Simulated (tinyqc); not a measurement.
# A chain with a side-coupled site and dephasing by Buettiker voltage probes: what changes with what

Sites 1 to 5 form a chain with hopping -t, and site 6 hangs on site 5 by -ts. Lead L joins site 1 and lead R site 5, both semi-infinite chains with hopping -t and site energy 0. Every site carries a probe with self-energy -i Gamma_p/2 that draws no net current. Linear response at zero temperature: mu_L = 1, mu_R = 0 in units of the bias.

Inputs (values chosen for the exercise):
```
symbol                   value  unit                                 meaning
t                            1    eV             hopping (matrix element -t)
U       [0, 0, 0, 0, 0, -0.06]    eV                    site energies 1 to N
E                         1.13    eV                            Fermi energy
gp                        0.84    eV                probe broadening Gamma_p
ts                        0.98    eV  hopping from site 5 to the side site 6
```

Constants: q = 1.602176634e-19 C, h = 6.62607015e-34 J s. Results are converted to the units shown.

Each table varies one quantity; the others keep the values above.

## Effect of the dephasing strength

Sigma = t^2 g(E), g(x) = (x - i sqrt(4 t^2 - x^2))/(2 t^2) for |x| < 2 t and (x - sign(x) sqrt(x^2 - 4 t^2))/(2 t^2) otherwise; Gamma = -2 Im Sigma; G = (E - H - Sigma_L - Sigma_R + i Gamma_p/2)^(-1). With Gamma the broadening by one lead, T_RL = Gamma^2 |G_(5,1)|^2, T_pL = Gamma Gamma_p |G_(p,1)|^2, T_pR = Gamma Gamma_p |G_(p,5)|^2, T_pq = Gamma_p^2 |G_(p,q)|^2 for p != q. No current into probe p: W mu = T_pL with W_pp = T_pL + T_pR + sum_q T_pq and W_pq = -T_pq. Then T_eff = T_RL + sum_p T_pR mu_p, and the resistance is (h/2q^2)/T_eff. Without probes means Gamma_p = 0.

Results:

| gp (eV) | T_RL | through probes | T_eff | resistance (kohm) |
|---|---|---|---|---|
| 0.01 | 0.78260 | 0.013968 | 0.79657 | 16.202 |
| 0.018 | 0.76361 | 0.024894 | 0.78850 | 16.368 |
| 0.056 | 0.67923 | 0.073619 | 0.75285 | 17.143 |
| 0.1 | 0.59276 | 0.12331 | 0.71607 | 18.024 |
| 0.18 | 0.46239 | 0.19591 | 0.65829 | 19.606 |
| 0.32 | 0.29967 | 0.27687 | 0.57654 | 22.386 |
| 0.56 | 0.14460 | 0.32788 | 0.47248 | 27.316 |
| 1 | 0.041284 | 0.30730 | 0.34859 | 37.025 |
| 1.8 | 0.0056927 | 0.22185 | 0.22754 | 56.721 |

Estimate the missing row, gp = 0.032 eV.

Computed row:

| gp (eV) | T_RL | through probes | T_eff | resistance (kohm) |
|---|---|---|---|---|
| 0.032 | 0.73141 | 0.043463 | 0.77488 | 16.656 |

With this row back in the table: Without probes the transmission is 0.807. T_eff falls from 0.797 to 0.228; the direct part falls from 0.783 to 0.00569 and the part through probes goes from 0.0140 through a maximum of 0.328 (at gp = 0.56 eV among the rows listed) to 0.222. At this energy dephasing lowers T_eff from the start: the probes give back less than the direct part loses.

## Coherent and dephased transmission against energy

Same model as above.

Coherent and dephased transmission against energy:

| E (eV) | T without probes | T_eff |
|---|---|---|
| -1.8 | 0.7138 | 0.2586 |
| -1.5 | 0.7973 | 0.3328 |
| -1.2 | 0.7829 | 0.3752 |
| -0.9 | 0.7093 | 0.3750 |
| -0.6 | 0.5350 | 0.3480 |
| -0.3 | 0.1963 | 0.3147 |
| 0 | 0.01537 | 0.3038 |
| 0.3 | 0.3546 | 0.3317 |
| 0.6 | 0.6322 | 0.3650 |
| 0.9 | 0.7612 | 0.3866 |
| 1.2 | 0.8150 | 0.3820 |
| 1.5 | 0.8220 | 0.3371 |
| 1.8 | 0.7403 | 0.2616 |

What does the table show?

Without probes T lies between 0.0154 and 0.822 in these rows, with them between 0.259 and 0.387. The probes lower it in 11 rows and raise it in 2; the largest relative gain is at E = 0 eV, where the coherent value is 0.0154.

Computed by the program tinyqc: `OMP_NUM_THREADS=1 python tinyqc.py 2700128 2700129 out.jsonl`, one thread of a shared Intel Xeon 2.30GHz, about 0.01 s for the whole run.
